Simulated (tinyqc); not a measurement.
# Resistive crossbar, vector-matrix product with wire resistance, step by step

Numbers from tinyqc (`OMP_NUM_THREADS=1 python tinyqc.py 2880014 2880015 out.jsonl`; about 0.02 s on one thread of a shared Intel Xeon 2.30GHz). Printed values are rounded.

2 rows and 2 columns. Cell (i, j) joins row node wij to column node bij. Each row is driven at its left end through one wire segment rw; neighbouring nodes along a row or a column are joined by rw; each column ends below the last row in one more rw and a virtual ground, where its current is read. Ideal output: I_j = sum_i V_i G_ij.

Inputs (values chosen for the exercise): wire resistance between neighbouring cells rw = 50 ohm; input voltages of the rows V = [0.33, 0.08] V.

## The nodal equations

cell conductances G (uS):
```
	column 1	column 2
row 1	280	80
row 2	440	230
```

Kirchhoff current law at every node, A x = b: A holds the sum of the conductances at a node on the diagonal and minus the conductance between two nodes off it (wire conductance 1/rw); b = V_i/rw at the first node of row i.

A (uS):
```
	w11	w12	w21	w22	b11	b12	b21	b22
w11	40280	-20000	0	0	-280	0	0	0
w12	-20000	20080	0	0	0	-80	0	0
w21	0	0	40440	-20000	0	0	-440	0
w22	0	0	-20000	20230	0	0	0	-230
b11	-280	0	0	0	20280	0	-20000	0
b12	0	-80	0	0	0	20080	0	-20000
b21	0	0	-440	0	-20000	0	40440	0
b22	0	0	0	-230	0	-20000	0	40230
```

b (uA): w11 6600, w12 0, w21 1600, w22 0, b11 0, b12 0, b21 0, b22 0

## Node voltages and column currents

Solve A x = b; I_j = b2j/rw.

row nodes (mV): w11 324.3260, w12 323.0475, w21 77.56728, w22 76.70968
column nodes (mV): b11 10.36601, b12 3.414659, b21 5.970568, b22 2.136127
column currents (uA): column 1 119.4114, column 2 42.72254

## Error against the ideal product

Ideal I_j = sum_i V_i G_ij; error = I/ideal - 1.

ideal currents (uA): column 1 127.6, column 2 44.8
error (%): column 1 -6.417, column 2 -4.637

The largest error is in column 1. All currents fall short, since the wires take part of the voltage.
